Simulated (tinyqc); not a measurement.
Inside a calculation. Model: p-i-n power rectifier, conductivity modulation at high injection.

Program tinyqc, `OMP_NUM_THREADS=1 python tinyqc.py 2230044 2230045 out.jsonl`; Intel Xeon 2.30GHz, shared host, one thread, about 0.01 s. Printed values are rounded.

A drift layer from x = -d to d (2 d = W) between ideal p+ and n+ emitters (no recombination in them). High injection, n = p, ambipolar diffusion with one lifetime; both mobilities scale as (T/300 K)^(-bt).

Parameters, values chosen for the exercise; bulk values close to those of 4H silicon carbide:
```
symbol    value                    unit                                     meaning
T           350                       K                                 temperature
eps_r      9.98                                               relative permittivity
Kc        23500  V/cm per (cm^-3)^(1/8)                     critical-field constant
BV         6600                       V  rated breakdown voltage of the drift layer
mud         822              cm^2/(V s)                     drift mobility at 300 K
bt          2.2                          temperature exponent of the drift mobility
mup         105              cm^2/(V s)                      hole mobility at 300 K
Eg         3.39                      eV                                    band gap
Nc      2.14e19                   cm^-3      conduction-band density of states at T
Nv      3.15e19                   cm^-3         valence-band density of states at T
J           200                  A/cm^2                     forward current density
tau      6.4e-7                       s                         high-level lifetime
```

Constants: q = 1.602176634e-19 C, kB = 1.380649e-23 J/K, Vt = kB T/q, eps0 = 8.8541878128e-14 F/cm where lengths are in cm. Results are converted to the units shown.

Range of the model: Here n exceeds 3e17 cm^-3; above that emitter recombination, Auger recombination and carrier-carrier scattering, left out here, change the profile and the forward voltage.

## Drift layer

Triangular field at breakdown with Ec = Kc N^(1/8): BV = eps0 eps_r Ec^2/(2 q N), so N = (eps0 eps_r Kc^2/(2 q BV))^(4/3); W = 2 BV/Ec; mu = mud (T/300 K)^(-bt); rho = 1/(q mu N); ideal resistance rho W.

N = 1.41528e15 cm^-3
Ec = 1.84045 MV/cm
W = 71.7218 um
mu = 585.584 cm^2/(V s)
rho = 7.53112 ohm cm
ideal resistance = 54.0146 mohm cm^2

## Carrier profile

Da = 2 mun mup Vt/(mun + mup), La = sqrt(Da tau), B = (mun - mup)/(mun + mup) with mun = mud (T/300 K)^(-bt), mup likewise; n(x) = (tau J/(2 q La)) [cosh(x/La)/sinh(d/La) - B sinh(x/La)/cosh(d/La)]. 11 equal steps.

Da = 4.00101 cm^2/s
La = 16.0020 um
B = 0.773463

```
point	x (um)	n (cm^-3)
0	-35.8609	4.44100e17
1	-29.3407	2.96060e17
2	-22.8206	1.97857e17
3	-16.3004	1.32960e17
4	-9.7802	9.04436e16
5	-3.2601	6.31521e16
6	3.2601	4.64912e16
7	9.7802	3.76562e16
8	16.3004	3.51600e16
9	22.8206	3.85823e16
10	29.3407	4.84993e16
11	35.8609	6.65803e16
```

d/La = 2.24. The lowest density on the grid is 24.8 times the drift doping.

## Forward voltage and stored charge

Ohmic drop: integral of J/(q (mun + mup) n); diffusion (Dember) drop Vt B ln(n(-d)/n(d)); both junctions together Vt ln(n(-d) n(d)/ni^2), ni = sqrt(Nc Nv) exp(-Eg/(2 Vt)), Eg in volts; V_F = the sum; stored charge q times the integral of n. Trapezoid rule; mun and mup scale as (T/300 K)^(-bt).

ohmic drop = 0.215098 V
diffusion drop = 0.0442685 V
junction drops = 3.08735 V
V_F = 3.34672 V
stored charge = 129.766 uC/cm^2

A fine grid gives V_F = 3.347 V and the stored charge J tau = 128.0 uC/cm^2. Without modulation the drift layer alone would drop J rho W = 10.8 V, 41.7 times the ohmic and diffusion drops together.
